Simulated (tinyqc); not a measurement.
Inside a calculation. Model: bottom-up copper filling of a trench by curvature-enhanced accelerator coverage. Computed by tinyqc, a small Python program that keeps every step. Command: `OMP_NUM_THREADS=1 python tinyqc.py 3018740 3018741 out.jsonl superfill walk`. One thread of a shared host (Intel(R) Xeon(R) Processor @ 2.30GHz), about 0.06 s of CPU time with the checks. Intermediate numbers are printed to about 6 digits and carried at full precision; extremes and crossings named in words are read from the listed rows.

A rectangular trench keeps vertical walls and a flat floor. An accelerator floats on the surface; where area is lost in the corners it is passed on to the floor.

Inputs (values chosen for the exercise, close to those used for damascene copper plating): trench width w = 73 nm; aspect ratio h/w = 2.7; exchange current of the suppressed surface i_0 = 0.012 mA/cm^2; exchange current of the accelerated surface i_1 = 2.7 mA/cm^2; transfer coefficient alpha = 0.35; overpotential eta = 0.15 V; starting coverage theta_0 = 0.0095; adsorption rate k_a = 0 1/s; cupric ion concentration C = 0.22 mol/l; diffusivity D = 3.6e-06 cm^2/s; boundary layer delta = 21 um; temperature T = 298 K.

Constants: e = 1.602176634e-19 C; N_A = 6.02214076e+23 1/mol; k_B = 8.617333262e-05 eV/K.

## Velocities

Kinetic current i_k = [i_0 (1 - theta) + i_1 theta] exp(alpha eta/(k_B T)), limit i_L = 2 F D C/delta, i = 1/(1/i_k + 1/i_L); velocity v = i Omega/(2F), Omega = 7.11 cm^3/mol, F = e N_A. Depletion inside the trench is ignored.

limiting current i_L = 72.7775 mA/cm^2

velocity at theta = 0 = 0.0341104 nm/s

velocity at theta_0 = 0.106409 nm/s

velocity at theta = 1 = 5.97290 nm/s

ratio v(1)/v(theta_0) = 56.1314

Without acceleration the walls meet when the floor has risen by w/2, so a seam-free fill needs a mean floor-to-wall speed ratio of at least 2 h/w = 5.4.

## First rates

At the start theta_b = theta_s = theta_0 and x = w/2: d theta_b/dt = k_a (1 - theta_0) + 2 theta_0 v/x (theta_b on the floor, theta_s on the walls, x the half width). At this initial relative rate the doubling time without adsorption would be x ln2/(2 v).

rate from adsorption = 0 1/s

rate from area loss = 5.53912e-05 1/s

doubling time = 118.880 s

## Filling

Half width x, floor height y, depth h = aspect ratio x w. dx/dt = -v_s, dy/dt = v_b. d theta_b/dt = k_a (1 - theta_b) + [theta_s v_b + theta_b v_s]/x: the floor takes the accelerator of the wall it covers and keeps its own as it narrows. d theta_s/dt = k_a (1 - theta_s). theta_b is capped at 1. Integrate (tolerance 1e-9) until the walls meet (x = 0.02 w/2) or the floor passes the original mouth y = h. Start: x = w/2, y = 0, theta_b = theta_s = theta_0. Height filled = y/h, opening left = x/(w/2).

Course of the fill (nine evenly spaced times):
```
t (s)     x (nm)   y (nm)   theta_b  theta_s  v_b/v_s
0.000    36.5000    0.000  0.009500   0.0095   1.0000
39.684   32.2773    4.592  0.012094   0.0095   1.1849
79.367   28.0546   10.115  0.015785   0.0095   1.4475
119.051  23.8319   16.998  0.021326   0.0095   1.8407
158.734  19.6092   25.991  0.030275   0.0095   2.4731
198.418  15.3865   38.564  0.046346   0.0095   3.6009
238.101  11.1638   58.066  0.080472   0.0095   5.9622
277.785   6.9411   94.399  0.179157   0.0095  12.5445
317.468   2.7184  197.100  0.816365   0.0095  47.8167
```

time at the end = 317.468 s

share of the height filled from the floor = 1

opening left, as a share of w = 0.0744765

The floor escapes with 7 % of the opening left: a seam-free fill, and the enriched floor will overshoot into a bump. Caution: real profiles develop slanted corners, and accelerator is consumed; both are left out.

## The window in starting coverage

The formulas are those given above.

Outcome:
```
theta_0  v(1)/v(theta_0)  height filled  opening left  time (s)
0.001            143.100        0.44799     0.0200000   856.987
0.003            104.817        0.99923     0.0200000   627.721
0.010             54.199        1.00000     0.0766315   305.824
0.020             32.136        1.00000     0.0957220   177.580
0.050             14.557        1.00000     0.0427877    85.153
0.100              7.696        0.76368     0.0200000    46.091
0.200              4.041        0.52303     0.0200000    24.201
0.400              2.153        0.34362     0.0200000    12.894
0.800              1.193        0.21457     0.0200000     7.146
```

The fill succeeds for theta_0 from 0.01 to 0.05 among these rows, with the widest margin at 0.02. Too little accelerator takes too long to concentrate. Too much speeds the walls as well and removes the contrast.

Checks made by the program: conservation of accelerator while theta_b is below 1 (relative difference 3e-10).
